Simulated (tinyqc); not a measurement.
# Read current of a NAND string, cells in series solved by shooting: read current against the number of cells

Cells in series, numbered from 0 at the source line (0 V) to the bit line, each followed by a gap resistance Rg. A cell with gate Vg, threshold VT, source Vs and drain Vd passes I = 2 nf K Vt^2 [F(Vs) - F(Vd)]/(1 + th max(Vg - VT, 0)), F(V) = ln^2(1 + exp((Vg - VT - nf V)/(2 nf Vt))). The selected cell has Vg = Vr, the others Vg = Vp.

For a trial current I start at 0 V and, cell by cell, solve for the drain: sqrt(F(Vd)) = sqrt(F(Vs) - I/k), k = 2 nf K Vt^2/(1 + th max(Vg - VT, 0)), Vd = [Vg - VT - 2 nf Vt ln(exp(sqrt F) - 1)]/nf, then add I Rg. The string current is the I for which the last node reaches Vbl. The apparent threshold is the Vr at which I = Is. Background: all other cells erased (VT = Ve) or all in the highest state (VT = Vh); ratio and shift are high over erased and high minus erased. The selected cell is in the middle, cell n/2.

Parameters, values chosen for the exercise; values of the order met in vertical NAND strings: temperature T = 300 K; gain factor of a cell K = 4.8 uA/V^2; slope factor nf = 1.3; mobility reduction factor th = 0.02 1/V; resistance of the gap between cells Rg = 2 kohm; bit-line voltage Vbl = 0.4 V; pass voltage Vp = 5.6 V; threshold of an erased cell Ve = -2.3 V; threshold of the highest state Vh = 3.8 V; threshold of the selected cell Vx = 2.6 V; sensing current Is = 20 nA; read voltage on the selected word line Vr = 3.86 V.

Constants: q = 1.602176634e-19 C, kB = 1.380649e-23 J/K, Vt = kB T/q. Results are converted to the units shown.

Read current against the number of cells:
```
n	I, others erased (uA)	I, others high (uA)	ratio	apparent VT, erased (V)	apparent VT, high (V)	background shift (mV)
8	0.8822	0.3303	0.3744	2.692	2.701	9.350
16	0.5551	0.1704	0.3070	2.695	2.714	18.79
32	0.3182	0.08655	0.2720	2.702	2.740	37.94
64	0.1716	0.04362	0.2542	2.715	2.793	77.47
96	0.1175	0.02915	0.2482	2.729	2.850	120.6
128	0.08930	0.02189	0.2452	2.743	2.958	215.3
```

What does the comparison show?

With erased neighbours the current falls from 0.882 to 0.0893 uA, as n^(-0.67) between the first two rows and n^(-0.95) between the last two (-1 once the series resistance rules). The ratio falls from 0.374 to 0.245 and the background shift rises from 9.35 to 215 mV.

Computed by the program tinyqc: `OMP_NUM_THREADS=1 python tinyqc.py 2142051 2142052 out.jsonl`, one thread of a shared Intel Xeon 2.30GHz, about 0.5 s for the whole run.
